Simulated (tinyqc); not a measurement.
Effective-mass impurity with a central-cell term, in a basis of Slater functions: one step, computed by the program tinyqc. Command: `OMP_NUM_THREADS=1 python tinyqc.py 3002640 3002641 out.jsonl centralcell walk`. One thread of a shared host (Intel(R) Xeon(R) Processor @ 2.30GHz), about 0.01 s of CPU time with the checks.

The envelope obeys H = -nabla^2 - (2/r) [Z + A exp(-kappa r)] in effective units, with kappa = a*/lambda; positive A deepens the well near the core.

Question. Generalised eigenproblem. (T + V + W) c = E S c with c^T S c = 1 and the largest component positive.

Impurity: donor, one isotropic band.

kinetic T (Ry*):
```
           1          2          3          4
1     0.3481  0.6657916  0.6937889  0.5200171
2  0.6657916   2.729104   5.219806   5.439305
3  0.6937889   5.219806   21.39618   40.92328
4  0.5200171   5.439305   40.92328   167.7460
```

Coulomb V (Ry*):
```
            1          2          3           4
1       -1.18  -1.531482  -1.325902  -0.9215355
2   -1.531482     -3.304  -4.288149   -3.712527
3   -1.325902  -4.288149    -9.2512   -12.00682
4  -0.9215355  -3.712527  -12.00682   -25.90336
```

central cell W (Ry*):
```
             1           2           3          4
1  0.003234790  0.01485595  0.06588367  0.2666840
2   0.01485595  0.06824028   0.3027958   1.227316
3   0.06588367   0.3027958    1.345503   5.473677
4    0.2666840    1.227316    5.473677   22.47612
```

overlap S:
```
          1         2         3         4
1  1.000000  0.683087  0.254219  0.068052
2  0.683087  1.000000  0.683087  0.254219
3  0.254219  0.683087  1.000000  0.683087
4  0.068052  0.254219  0.683087  1.000000
```

Give: two lowest levels; coefficients of the lowest state; <T>; <W>.

Answer.

two lowest levels (Ry*): -0.9564  0.2304

coefficients of the lowest state: 0.6216  0.4960  -0.0582  0.0030

<T> = 0.9427 Ry*

<W> = 0.01245 Ry*
